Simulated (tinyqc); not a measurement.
Koster-Slater impurity in a tight-binding band, by Green functions and by supercells: one step, computed by the program tinyqc.

One orbital per site, e(k) = -2 t sum cos(k_i) over 3 direction(s), band from -6 t to 6 t, lattice constant 1. One site has the extra energy U. Spin is left out.

Task: The host Green function outside the band. Outside the band G0(E) = (1/pi) int_0^pi dk (2/(pi z)) K(16 t^2/z^2), z = E + 2 t cos k, K the complete elliptic integral with parameter m; 200 Gauss-Legendre points. A bound state solves 1/U = G0(E). Energies: 0.05, 0.2, 0.5, 1, 2, 4 and 8 t beyond the band edge on the side of U, rounded to four digits.

Inputs (values chosen for the exercise, for a model band): hopping t = 1.4 eV; impurity potential U = -10.7 eV.

Lattice: simple cubic.

Give: Scan on the side of U.

Result:

Scan on the side of U:
```
E (eV)  G0 (1/eV)  1/U - G0 (1/eV)
-8.47     -0.1675          0.07400
-8.68     -0.1540          0.06055
-9.10     -0.1385          0.04502
-9.80     -0.1218          0.02834
-11.20    -0.1007          0.00721
-14.00    -0.0765         -0.01692
-19.60    -0.0527         -0.04074
```

G0 stays finite at the band edge, 0.252731/t in size, so binding needs |U| > 3.957 t.
